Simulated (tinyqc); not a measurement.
Crystallisation kinetics and data retention of a phase-change cell: one step of the calculation.

Johnson-Mehl-Avrami-Kolmogorov law X = 1 - exp(-y^n), y = integral of k dt, k = (1/100 s) exp[-(Ec q/kB)(1/T - 1/T1)].

Question. Retention. At fixed T the state fails at t = (-ln(1 - Xf))^(1/n)/k; ten years are 3.15576e8 s.

Values chosen for this exercise; values of the order of Ge-Sb-Te and related chalcogenides: activation energy of crystallisation Ec = 2.88 eV; temperature at which the rate k is 1/(100 s) T1 = 422 K; Avrami exponent n = 1.5; crystalline share at which the state is lost Xf = 0.2; storage temperature T = 360 K.

Constants: q = 1.602176634e-19 C, kB = 1.380649e-23 J/K. Results are converted to the units shown.

Wanted: k; y at failure; time to fail; the same in years; temperature for ten years.

Answer.

k = 1.193e-8 1/s
y at failure = 0.3679
time to fail = 3.085e7 s
the same in years = 0.9776
temperature for ten years = 351.2 K

The cell misses ten years at 360 K.

Range of the model: One Arrhenius rate is assumed; incubation, growth from the boundary and the non-Arrhenius kinetics of the supercooled liquid are left out.

Numbers from tinyqc (`OMP_NUM_THREADS=1 python tinyqc.py 2490146 2490147 out.jsonl`; about 0.04 s on one thread of a shared Intel Xeon 2.30GHz).
